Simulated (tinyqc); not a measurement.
Inverter chain driving a load.

N inverters, each f = Hc^(1/N) times larger than the one before: delay tau N (f + pp). Switched capacitance in units of the first input, with output capacitance pp times the input: Hc + (1 + pp)(Hc - 1)/(f - 1).

Inputs (values chosen for the exercise): load over the input capacitance of the chain Hc = 3500; parasitic delay of an inverter pp = 0.6; delay unit tau = 7.2 ps.

Result of one run:
```
N,f,delay (ps),switched capacitance
7,3.208,191.9,6035
```

What becomes of these results when the number of stages N is changed from 7 to 10, all else the same?

Result of the changed run:
```
N,f,delay (ps),switched capacitance
10,2.262,206.0,7938
```

The whole series:
```
N,f,delay (ps),switched capacitance
4,7.692,238.8,4337
5,5.115,205.7,4861
6,3.897,194.3,5433
7,3.208,191.9,6035
8,2.773,194.3,6657
9,2.476,199.3,7292
10,2.262,206.0,7938
11,2.100,213.8,8590
```

The delay goes from 239 through a minimum of 192 (at N = 7 among the rows listed) to 214 ps. The best stage effort solves pp + rho (1 - ln rho) = 0, rho = 3.27, which gives N = ln Hc/ln rho = 6.89. One stage fewer than the best costs 1.2 % in delay and saves 10 % of the switched capacitance.

Numbers from tinyqc (`OMP_NUM_THREADS=1 python tinyqc.py 2082043 2082044 out.jsonl`; about 0.01 s on one thread of a shared Intel Xeon 2.30GHz).
